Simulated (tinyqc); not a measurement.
Worked calculation: two-step dopant diffusion (predeposition and drive-in) with a constant diffusivity. Computed by tinyqc, a small Python program that keeps every step. Command: `OMP_NUM_THREADS=1 python tinyqc.py 3019738 3019739 out.jsonl dopdiff walk`. One thread of a shared host (Intel(R) Xeon(R) Processor @ 2.30GHz), about 0.07 s of CPU time with the checks. Intermediate numbers are printed to about 6 digits and carried at full precision; extremes and crossings named in words are read from the listed rows.

Fick diffusion into a half space x > 0 whose background doping C_B is of the opposite type, so that a junction lies where C = C_B.

Inputs (values chosen for the exercise, modelled on aluminium in silicon):

| quantity | value | unit |
|---|---|---|
| prefactor D0 | 1.14 | cm^2/s |
| activation energy E | 3.39 | eV |
| surface concentration C_s | 1.2e+18 | 1/cm^3 |
| background doping C_B | 1.5e+16 | 1/cm^3 |
| predeposition temperature T1 | 925 | C |
| predeposition time t1 | 5 | min |
| drive-in temperature T2 | 1025 | C |
| drive-in time t2 | 30 | min |
| mean mobility in the layer mu | 170 | cm^2/(V s) |
| ramp rate | 8 | C/min |
| stand-by temperature | 750 | C |

Furnace ramps of the drive-in: linear ramps.

Constants: k_B = 8.617333262e-05 eV/K; e = 1.602176634e-19 C.

## Diffusivities

D = D0 exp(-E/(k_B T)). Temperatures in kelvin are T(C) + 273.15. Times in seconds are 60 times the minutes.

D1 = 6.27405e-15 cm^2/s

D2 = 7.87019e-14 cm^2/s

product D1 t1 = 1.88222e-12 cm^2

## Thermal budget with ramps

One ramp between the stand-by temperature and T2 adds int D dT / rate (40-point Gauss-Legendre); the usual estimate counts it as an extra time k_B T2^2/(E rate) at T2. (Dt)2 = D2 t2 + two ramps, times in seconds.

budget of one ramp = 2.37587e-11 cm^2

estimated extra time of one ramp = 5.35467 min

drive-in budget (Dt)2 = 1.89181e-10 cm^2

The integral equals 5.03 min at T2, against the estimate 5.35 min; both ramps make 25 % of the budget.

## Predeposition

C = C_s erfc(x/(2 sqrt(D1 t1))); dose Q = 2 C_s sqrt(D1 t1/pi); the junction solves erfc(z) = C_B/C_s with x_j = 2 z sqrt(D1 t1).

dose Q = 1.85768e+12 1/cm^2

z = 1.76614

junction depth after predeposition = 0.0484608 um

## Drive-in as a Gaussian

With a sealed surface and a thin source, C = Q/sqrt(pi (Dt)2) exp(-x^2/(4 (Dt)2)); x_j = 2 sqrt((Dt)2 ln(C(0)/C_B)); gradient at the junction |dC/dx| = C_B x_j/(2 (Dt)2).

surface concentration C(0) (Gaussian) = 7.62005e+16 1/cm^3

junction depth x_j = 0.350701 um

gradient at the junction = 1.39034e+21 1/cm^4

The drive-in moves the junction from 0.0485 to 0.351 um and lowers the surface value by a factor 15.7.

## Sheet resistance

Net dose Q_net = Q erf(x_j/(2 sqrt((Dt)2))) - C_B x_j; R_s = 1/(e mu Q_net), with every dopant ionised and one mobility.

net dose = 1.19900e+12 1/cm^2

sheet resistance R_s (Gaussian) = 30621.2 ohm/square

## Exact junction depth

Exact two-step profile: C = (2 C_s/pi) int_0^alpha exp(-beta (1 + u^2))/(1 + u^2) du with alpha = sqrt(D1 t1/(Dt)2), beta = x^2/(4 (D1 t1 + (Dt)2)). The integral takes 48 Gauss-Legendre points; solve C(x) = C_B.

exact junction depth = 0.351504 um

## Gaussian against the exact two-step profile

Gaussian: C = Q/sqrt(pi (Dt)2) exp(-x^2/(4 (Dt)2)). Depths are fractions of the Gaussian x_j.

Profiles:

| x/x_j | x (um) | Gaussian (1/cm^3) | exact (1/cm^3) | ratio |
|---|---|---|---|---|
| 0.0 | 0.000000 | 7.62005e+16 | 7.59493e+16 | 1.00331 |
| 0.2 | 0.070140 | 7.14041e+16 | 7.11991e+16 | 1.00288 |
| 0.4 | 0.140281 | 5.87515e+16 | 5.86581e+16 | 1.00159 |
| 0.6 | 0.210421 | 4.24469e+16 | 4.24701e+16 | 0.99945 |
| 0.8 | 0.280561 | 2.69279e+16 | 2.70235e+16 | 0.99646 |
| 1.0 | 0.350701 | 1.50000e+16 | 1.51114e+16 | 0.99263 |
| 1.2 | 0.420842 | 7.33686e+15 | 7.42627e+15 | 0.98796 |

With D1 t1/(Dt)2 = 0.0099, the Gaussian is 0.33 % high at the surface and 0.74 % low at its own junction; the exact junction lies at 0.3515 um, 0.23 % deeper. The dose is the same, but the real source already has a width, which is negligible here.

Checks made by the program: exact profile against the direct convolution of the erfc with the Gaussian kernel (relative difference below 1e-10).
